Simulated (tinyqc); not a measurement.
Worked calculation: MP2 on RHF in the 3-21g basis, for H2, spin multiplicity 1. One step of it, computed by the program tinyqc.

Problem. Iteration 4 (converged): orbitals. Diagonalise F' = X^T F X, C = X C', fill 1 alpha and 1 beta electrons from the bottom; D = 2 C_occ C_occ^T. Each column has its largest component positive (the first on a tie).

converged F (hartree), order 1H 1s, 1H 2s, 2H 1s, 2H 2s:
```
[[0.241178, -0.398420, -0.350042, -0.380129],
 [-0.398420, -0.299717, -0.380129, -0.362395],
 [-0.350042, -0.380129, 0.241178, -0.398420],
 [-0.380129, -0.362395, -0.398420, -0.299717]]
```

X, order 1H 1s, 1H 2s, 2H 1s, 2H 2s:
```
[[1.239110, -0.483811, 0.004065, 0.022858],
 [-0.483811, 1.547600, 0.022858, -0.552278],
 [0.004065, 0.022858, 1.239110, -0.483811],
 [0.022858, -0.552278, -0.483811, 1.547600]]
```

Give: F' = X^T F X; orbital energies; coefficients C; D after iteration 4.

Solution.

F' = X^T F X (hartree):
```
[[0.762, -0.626, -0.179, -0.137],
 [-0.626, 0.251, -0.137, -0.216],
 [-0.179, -0.137, 0.762, -0.626],
 [-0.137, -0.216, -0.626, 0.251]]
```

orbital energies (hartree): [-0.501, 0.161, 1.120, 1.247]

coefficients C, order 1H 1s, 1H 2s, 2H 1s, 2H 2s:
```
[[0.239, 0.160, 0.907, -0.930],
 [0.388, 1.068, -0.671, 1.092],
 [0.239, -0.160, 0.907, 0.930],
 [0.388, -1.068, -0.671, -1.092]]
```

D after iteration 4, order 1H 1s, 1H 2s, 2H 1s, 2H 2s:
```
[[0.114, 0.186, 0.114, 0.186],
 [0.186, 0.301, 0.186, 0.301],
 [0.114, 0.186, 0.114, 0.186],
 [0.186, 0.301, 0.186, 0.301]]
```
